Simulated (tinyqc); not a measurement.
Worked calculation: electrons shared among three sets of ellipsoidal valleys. Values are carried at full precision from step to step, so a last printed digit may differ when a step is redone from the rounded ones.

Constants: hbar^2/2m0 = 3.80998211 eV angstrom^2; kB = 8.617333262e-05 eV/K.

Values chosen for the exercise (masses and offsets near those of AlAs; mobilities are free inputs, held fixed; shifted at random, so the results belong to these values and not to a real crystal): ml = (0.928, 1.262, 0.144) m0 (longitudinal masses of X, L, Gamma); mt = (0.2307, 0.1514, 0.144) m0 (transverse masses); M = (3, 4, 1) (valleys in each set); T = 500 K; dE = (0, 0.269, 0.697) eV (edges of X, L, Gamma above the first); n = 6.4e+17 1/cm^3 (total electron density); mu = (240, 370, 1300) cm^2/(V s) (mobility of each set).

## Masses of each set

One valley: m_d = (ml mt^2)^(1/3). Whole set: m_de = M^(2/3) m_d. Mean over three axes: 1/m_c = (1/ml + 2/mt)/3. Anisotropy K = ml/mt.

m_d, m_de, m_c (m0) and K of each set:
```
set       m_d    m_de     m_c     K
X      0.3669  0.7632  0.3078  4.02
L      0.3070  0.7735  0.2142  8.34
Gamma  0.1440  0.1440  0.1440  1.00
```

m_de/m_c is 2.48 for X, 3.61 for L, 1.00 for Gamma: many anisotropic valleys give many states at a light conductivity mass. m_c is the mean over three axes; a set that holds only some of the equivalent valleys conducts with a mass that depends on direction.

## Effective densities of states

N_i = M_i times N = 2 (m kB T/(4 pi c))^(3/2) with c = hbar^2/2m0, in 1/angstrom^3; times 1e24 for 1/cm^3, with m = (ml mt^2)^(1/3).

kT = 0.043087 eV

N_i (1/cm^3): X 3.5999e+19, L 3.6733e+19, Gamma 2.9505e+18

## Fermi level and populations

F_j(eta) = (1/Gamma(j + 1)) integral_0^infinity x^j dx/(1 + exp(x - eta)), which tends to exp(eta) for eta << 0.

Solve n = sum_i N_i F_1/2((EF - dE_i)/kT), energies from the edge of the first set.

EF = -0.1734 eV

eta_i: X -4.03, L -10.27, Gamma -20.20

n_i (1/cm^3): X 6.39e+17, L 1.27e+15, Gamma 4.97e+09

shares: X 0.9980, L 0.0020, Gamma 0.0000

X holds most electrons (99.8 %). Boltzmann weights N_i exp(-dE_i/kT) would give L a share of 0.0020.

## Drift and Hall mobility of the mixture

With f_i the shares, mu_drift = sum f_i mu_i; low-field Hall mobility mu_H = sum f_i mu_i^2/mu_drift (scattering and anisotropy factors set to 1); the Hall density is n mu_drift/mu_H; rho = 1/(e n mu_drift), e = 1.602176634e-19 C.

mu_drift = 240 cm^2/(V s)
mu_H = 240 cm^2/(V s)
Hall density = 6.40e+17 1/cm^3
rho = 0.0406 ohm cm

A Hall measurement would read 99.9 % of the true density. The mobilities are of the size met in pure crystals; at this density impurities would cut them and raise rho, by a factor of two to ten or more depending on crystal and density.

## Checks

- Share of L at n = 1e10 1/cm^3 against the Boltzmann weight: both 0.001979.

Program tinyqc; command `OMP_NUM_THREADS=1 python tinyqc.py 1651502 1651503 out.jsonl`; about 0.01 s on one thread of a shared Intel(R) Xeon(R) Processor @ 2.30GHz.
